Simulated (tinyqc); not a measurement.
Hubbard chain of 4 sites, step by step. Computed by tinyqc, a small Python program that keeps every step. Settings: hopping = 1.76, U = 11.7, mixing = 1, iteration cap = 52. Command: `OMP_NUM_THREADS=1 python tinyqc.py 31762 31763 out.jsonl` (the two numbers bound the seeds that draw the settings). One thread of a shared host (Intel(R) Xeon(R) Processor @ 2.60GHz), about 0.1 s of CPU time with the checks. Later iterations appear only in the table of the cycle.

## Mean-field iteration 1

one-body matrix (hopping and site energies) (eV), order 1, 2, 3, 4:
```
[[0.000000, -1.760000, 0.000000, 0.000000],
 [-1.760000, 0.000000, -1.760000, 0.000000],
 [0.000000, -1.760000, 0.000000, -1.760000],
 [0.000000, 0.000000, -1.760000, 0.000000]]
```

U = 11.700000 eV

electrons, up and down: [2, 2]

mixing = 1

n(up) at the start (a guess, not normalised): [0.800000, 0.200000, 0.800000, 0.200000]

n(down) at the start (a guess): [0.200000, 0.800000, 0.200000, 0.800000]

H(up) = T + U n(down), H(down) = T + U n(up); fill the lowest levels; n(new) = n + mixing (n(out) - n); E = tr T (rho up + rho down) + U sum n_up n_down of the output.

levels, up (eV): [1.330075, 2.175319, 9.524681, 10.369925]

levels, down (eV): [1.330075, 2.175319, 9.524681, 10.369925]

energy = -1.322933 eV

n(up) after iteration 1: [0.952907, 0.087034, 0.912966, 0.047093]

n(down) after iteration 1: [0.047093, 0.912966, 0.087034, 0.952907]

## Mean-field iteration 2

As before.

levels, up (eV): [0.047707, 0.648933, 11.051067, 11.652293]

levels, down (eV): [0.047707, 0.648933, 11.051067, 11.652293]

energy = -1.556508 eV

n(up) after iteration 2: [0.974315, 0.051440, 0.948560, 0.025685]

n(down) after iteration 2: [0.025685, 0.948560, 0.051440, 0.974315]

## Mean-field iteration 3

As before.

levels, up (eV): [-0.229469, 0.311710, 11.388290, 11.929469]

levels, down (eV): [-0.229469, 0.311710, 11.388290, 11.929469]

energy = -1.563874 eV

n(up) after iteration 3: [0.976964, 0.045566, 0.954434, 0.023036]

n(down) after iteration 3: [0.023036, 0.954434, 0.045566, 0.976964]

## Convergence

Each step fills the lowest levels of T + U n(other spin) and sets n(new) = n + mixing (n(out) - n); stop when output and input agree to 1e-8.

Course of the cycle:
```
iteration       E (eV)  largest |n(out) - n(in)|  mean |n_up - n_down|
1          -1.32293330                  1.53e-01              0.865873
2          -1.55650771                  3.56e-02              0.922874
3          -1.56387449                  5.87e-03              0.931398
4          -1.56403256                  8.41e-04              0.932599
5          -1.56403568                  1.18e-04              0.932767
6          -1.56403575                  1.64e-05              0.932790
7          -1.56403575                  2.29e-06              0.932794
8          -1.56403575                  3.20e-07              0.932794
9          -1.56403575                  4.46e-08              0.932794
10         -1.56403575                  6.22e-09              0.932794
```

local moments n_up - n_down: [0.954766, -0.910822, 0.910822, -0.954766]

Converged in 10 iterations. Before convergence this energy mixes input and output and is not variational, so it may rise towards its limit.

## Exact diagonalisation (36 states)

Lowest levels of the sector, and the double occupancy of the lowest state.

lowest levels (eV): [-2.311899, -1.669585, -0.995123, -0.655785, -0.302924, 0.000000]

double occupancy per site = 0.042201

The mean-field solution above lies 0.7479 eV above the exact energy.

## The lowest level by Lanczos steps

From a random start vector (not printed): a_j = <q_j|H|q_j>, b_j = norm of the remainder after orthogonalising; the Ritz value is the lowest eigenvalue of the tridiagonal matrix of a and b so far.

Lanczos:
```
j    a_j (eV)   b_j (eV)  lowest Ritz value (eV)
1   11.496749   7.925066             11.49674947
2   12.112831   9.196824              3.87374013
3   10.858486   4.477026             -0.53304601
4   11.656636   5.945616             -1.06315295
5   10.529077  10.175243             -1.23000693
6   12.290830   6.375975             -1.72496937
7   12.578499   3.248123             -2.17150798
8   10.891709  10.013109             -2.20823256
9   12.365565   7.276690             -2.25445440
10  12.859486   2.892184             -2.30518877
```
